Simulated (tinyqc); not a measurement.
Permittivity and interface capacitance from two thicknesses.

Problem. 1/C = t/(eps0 ek) + 2/ci for planar capacitors that differ only in thickness. Find ek, ci and the EOT of the interfaces, 2 x 3.9 eps0/ci.

Constants: eps0 = 8.8541878128e-14 F/cm where lengths are in cm. Results are converted to the units shown.

C at t = 5.5 and 17 nm (uF/cm^2): [11.383827, 3.9149110]

Solution. 1/C is a straight line in t: the slope gives ek and the intercept 2/ci. A single thickness would give only the effective permittivity; when the interfaces are a small part of 1/C, ci needs very accurate data.

ek = 77.5
ci = 260 uF/cm^2
EOT of the interfaces = 0.0266 nm

Numbers from tinyqc (`OMP_NUM_THREADS=1 python tinyqc.py 2102204 2102205 out.jsonl`; about 0.01 s on one thread of a shared Intel Xeon 2.30GHz).
